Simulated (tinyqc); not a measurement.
Capacitance measurement on a leaky thin oxide: effects of series resistance and leakage: effect of the series resistance.

The device is a capacitance C in parallel with a leakage conductance G, in series with Rs and Ls. An impedance meter reports either a parallel pair (Cp, Gp) from Y = 1/Z = Gp + i w Cp or a series pair (Cs, Rm) from Z = Rm + 1/(i w Cs); w = 2 pi f, dissipation D = Gp/(w |Cp|).

EOT = 3.9 tox/eox; CET = EOT + zc + zp; C = 3.9 eps0 A/CET; G = Jg A/Vs. Z = Rs + i w Ls + 1/(G + i w C); CET read from Cp = 3.9 eps0 A/Cp; errors under 0.001 % are printed as 0.

Values chosen for this exercise; values of the order met in thin-oxide MOS capacitors: relative permittivity of the gate insulator (close to silicon dioxide) eox = 3.9; insulator thickness tox = 0.96 nm; gate area A = 10000 um^2; oxide-equivalent thickness added by the accumulation layer zc = 0.4 nm; oxide-equivalent thickness added by gate depletion zp = 0 nm; gate leakage current density, not matched to the thickness Jg = 0.00076 A/cm^2; voltage for an e-fold rise of the leakage Vs = 0.38 V; series inductance Ls = 0 nH; measuring frequency f = 50000 Hz.

Constants: eps0 = 8.8541878128e-14 F/cm where lengths are in cm. Results are converted to the units shown.

The same in every row: C (pF) = 253.9; Cs (pF) = 253.9.

Effect of the series resistance:
```
Rs (ohm)  Cp (pF)         D  error of Cp (%)  error of Cs (%)  CET read from Cp (nm)
1           253.9  0.002587                0                0                  1.360
3           253.9  0.002747                0                0                  1.360
10          253.9  0.003305                0                0                  1.360
30          253.9  0.004900         -1.77e-3                0                  1.360
100         253.9   0.01048          -0.0104                0                  1.360
300         253.7   0.02644          -0.0692                0                  1.361
1000        252.2   0.08227           -0.672                0                  1.369
3000        239.9    0.2418            -5.52                0                  1.440
```

As Rs goes from 1 to 3000, the error of Cp goes from 0 to -5.52 %, that of Cs from 0 to 0 %, and D rises from 0.00259 to 0.242. The CET read from Cp goes from 1.36 to 1.44 nm against the true 1.36 nm. Rs does not enter the imaginary part of Z, so Cs does not depend on it.

Program tinyqc, `OMP_NUM_THREADS=1 python tinyqc.py 2022093 2022094 out.jsonl`; Intel Xeon 2.30GHz, shared host, one thread, about 0.01 s.
